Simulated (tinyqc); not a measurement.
What moves the results: model-solid line-up of a strained alloy layer on a substrate. A value that a table varies takes the place of the one given here.

All values of the alloy are linear in x but the gap, Eg(x) = (1 - x) Eg_A + x Eg_B - C x (1 - x), and the valence edge, Ev(x) = (1 - x) Ev_A + x Ev_B + fv C x (1 - x); Ec = Ev + Eg. Ev is the top of the unstrained valence band on a scale common to all materials. In the layer only the Gamma valley of the conduction band is followed, also where an X or L valley would lie lower.

Coherent growth on a (111) face: e_par = (a_s - a)/a, e_perp = -(2 C11 + 4 C12 - 4 C44)/(C11 + 2 C12 + 4 C44) e_par; exx = eyy = ezz = (2 e_par + e_perp)/3 and exy = eyz = ezx = (e_perp - e_par)/3.

Strained edges: Ec + ac tr(e); the valence edges are Ev plus the levels of the 6 x 6 matrix of X, Y, Z times spin with -Dso/3 + l exx + m (eyy + ezz) on the diagonal (cyclic), n exy off it, l = av + 2 b, m = av - b, n = sqrt(3) d. Spin-orbit term (Dso/3) L.sigma on X, Y, Z with (L_k)_ij = -i epsilon_kij: <X+|H|Y+> = -i Dso/3, <X+|H|Z-> = Dso/3, <Y+|H|Z-> = -i Dso/3, <Z+|H|X-> = -Dso/3, <Z+|H|Y-> = i Dso/3, <X-|H|Y-> = i Dso/3, and their conjugates; + and - are the spin along z.

dEc = Ec(substrate) - Ec(layer), dEv = Ev(layer) - Ev(substrate); positive values confine the carrier in the layer. Type I: both of one sign; type II: opposite signs; type III: the gaps do not overlap.

Coherent growth: e_par = (a_s - a)/a. (001): e_perp = -2 (C12/C11) e_par; exx = eyy = e_par, ezz = e_perp, no shear. (111): e_perp = -(2 C11 + 4 C12 - 4 C44)/(C11 + 2 C12 + 4 C44) e_par; exx = eyy = ezz = (2 e_par + e_perp)/3 and exy = eyz = ezx = (e_perp - e_par)/3. (110): e_perp = -(C11 + 3 C12 - 2 C44)/(C11 + C12 + 2 C44) e_par; exx = eyy = (e_par + e_perp)/2, ezz = e_par, exy = (e_perp - e_par)/2, eyz = ezx = 0.

Inputs chosen for the exercise (A near GaAs, B near AlAs, substrate near Ge; the results hold for these values, not for the real material):
- a = (5.652, 5.664) angstrom (lattice constant of A, B)
- Eg = (1.517, 3.065) eV (gap at Gamma to the s-like level of A, B)
- Dso = (0.339, 0.28) eV (spin-orbit splitting of A, B)
- Ev = (-0.81, -1.34) eV (top of the unstrained valence band of A, B)
- ac = (-7.07, -5.7) eV (conduction deformation potential of A, B)
- av = (1.16, 2.51) eV (valence hydrostatic potential of A, B)
- b = (-2.01, -2.27) eV (tetragonal shear potential of A, B)
- d = (-4.81, -3.39) eV (trigonal shear potential of A, B)
- C11 = (122.5, 124.4) GPa (of A, B)
- C12 = (56, 53.1) GPa (of A, B)
- C44 = (60.1, 54.2) GPa (of A, B)
- C = 0.37 eV (bowing of the gap)
- fv = 0.3 (share of the bowing taken by the valence edge)
- a_s = 5.662 angstrom (substrate)
- Eg_s = 0.753 eV (lowest gap of the substrate)
- Ev_s = -0.35 eV (substrate valence edge)
- face = 111 (growth face)
- x = 0.36 (fraction of B)

## Composition against offsets

Each composition is strained to the same substrate.

Results:
```
x     e_par (%)  relaxed gap (eV)  strained gap (eV)  valence splitting (meV)  dEc (eV)  dEv (eV)  type
0.02       0.17             1.541              1.512                       14    -0.301    -0.458     I
0.07       0.16             1.601              1.574                       13    -0.341    -0.480     I
0.12       0.15             1.664              1.639                       12    -0.383    -0.503     I
0.17       0.14             1.728              1.705                       11    -0.426    -0.526     I
0.21       0.13             1.781              1.759                       10    -0.461    -0.545     I
0.26       0.12             1.848              1.828                        9    -0.507    -0.569     I
0.31       0.11             1.918              1.900                        9    -0.553    -0.594     I
0.36       0.10             1.989              1.973                        8    -0.601    -0.619     I
```

The layer stays under tension over this range. The strained gap runs from 1.512 to 1.973 eV, against 1.541 to 1.989 eV for the relaxed alloy: strain adds to the change. The line-up is type I throughout, with the layer as the barrier. Where the alloy is indirect its X or L edge, left out, lies lower and sets the real gap and dEc.

## The same layer on three faces

Composition and substrate are kept.

Results:
```
face   e_perp (%)  tr(e) (%)  shift of Ec (meV)  shift of Ev (meV)  valence splitting (meV)  gap (eV)
(001)      -0.090      0.111               -7.3                5.9                      8.1    1.9758
(111)      -0.051      0.150               -9.9                6.3                      7.6    1.9728
(110)      -0.059      0.142               -9.3                6.2                      7.7    1.9735
```

The layer yields most along the normal on (001) and least on (111), so the volume change, and with it the shift of Ec, is largest on (111). The valence splitting, set by b on (001), by d on (111) and by both on (110), is largest on (001). The gaps span 3 meV, from (111) to (001).

## What each parameter does

Strained gap, valence splitting and offsets. Each row changes one parameter from the base and keeps the others.

Results:
```
case                      gap (eV)  splitting (meV)  dEc (eV)  dEv (eV)
base                        1.9728              7.6   -0.6009   -0.6189
x = 0.34                    1.9434              8.0   -0.5816   -0.6087
a_s = 5.682 angstrom        1.9145             35.6   -0.5661   -0.5954
C = 0.47 eV                 1.9498              7.6   -0.5848   -0.6120
fv = 0.5                    1.9728              7.6   -0.6180   -0.6019
Ev_s = -0.3 eV              1.9728              7.6   -0.5509   -0.6689
C12 = (64.4, 61.065) GPa    1.9731              7.8   -0.6013   -0.6189
d = (-5.531, -3.898) eV     1.9723              8.7   -0.6009   -0.6183
Dso = (0.39, 0.322) eV      1.9729              7.6   -0.6009   -0.6189
```

The largest shifts from the base row, up to three for each result and ties (the steps differ in size, so this ranks the rows, not the parameters). gap (eV): a_s -0.0583, x -0.0295, C -0.0230; unchanged at the printed digits by fv and Ev_s. splitting (meV): a_s +28.0, d +1.2, x +0.4; unchanged at the printed digits by C, fv, Ev_s and Dso. dEc (eV): Ev_s +0.0500, a_s +0.0348, x +0.0193; unchanged at the printed digits by d and Dso. dEv (eV): Ev_s -0.0500, a_s +0.0235, fv +0.0170; unchanged at the printed digits by C12 and Dso.

Computed by tinyqc, a small Python program: `OMP_NUM_THREADS=1 python tinyqc.py 1080254 1080255 out.jsonl` (the numbers bound the seed that draws the inputs); one thread of a shared host (Intel(R) Xeon(R) Processor @ 2.30GHz), about 0.02 s for the whole set of steps.
